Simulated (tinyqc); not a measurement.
Quantum point contact as a saddle point: plateau quality against temperature.

Potential V0 - m wx^2 x^2/2 + m wy^2 y^2/2; energies are counted from V0. Mode n = 0, 1, ... transmits T_n(E) = 1/(1 + exp(-2 pi (E - E_n)/wx)), E_n = wy (n + 1/2); each mode carries 2 q^2/h.

g(T) = int g(E) (-df/dE) dE = int g(mu + x kB T) dx/(4 cosh^2(x/2)), g(E) the zero-temperature value at E, g = G/(2 q^2/h).

Parameters, values chosen for the exercise: transverse quantum hbar wy wy = 4 meV; curvature of the barrier hbar wx wx = 1.1 meV.

Constants: q = 1.602176634e-19 C, kB = 1.380649e-23 J/K, Vt = kB T/q. Results are converted to the units shown.

Plateau quality against temperature:
```
T (K)	slope wy dg/dmu at mu = wy	slope at mu = 1.5 wy	g at mu = wy
0.12	5.023e-4	5.696	1.000
0.27	5.143e-4	5.632	1.000
0.6	5.790e-4	5.364	1.000
1.3	0.001103	4.574	1.000
3	0.03159	3.039	1.000
6.6	0.4461	1.658	1.000
15	0.9302	1.032	1.010
```

What does the table show?

The slope on the first plateau rises from 5.02e-4 to 0.930 and the slope on the second riser falls from 5.70 to 1.03; a slope of 1 everywhere means no steps at all. The plateau slope passes 0.5 at T = 15 K among the rows.

Program tinyqc, `OMP_NUM_THREADS=1 python tinyqc.py 2740039 2740040 out.jsonl`; Intel Xeon 2.30GHz, shared host, one thread, about 0.04 s.
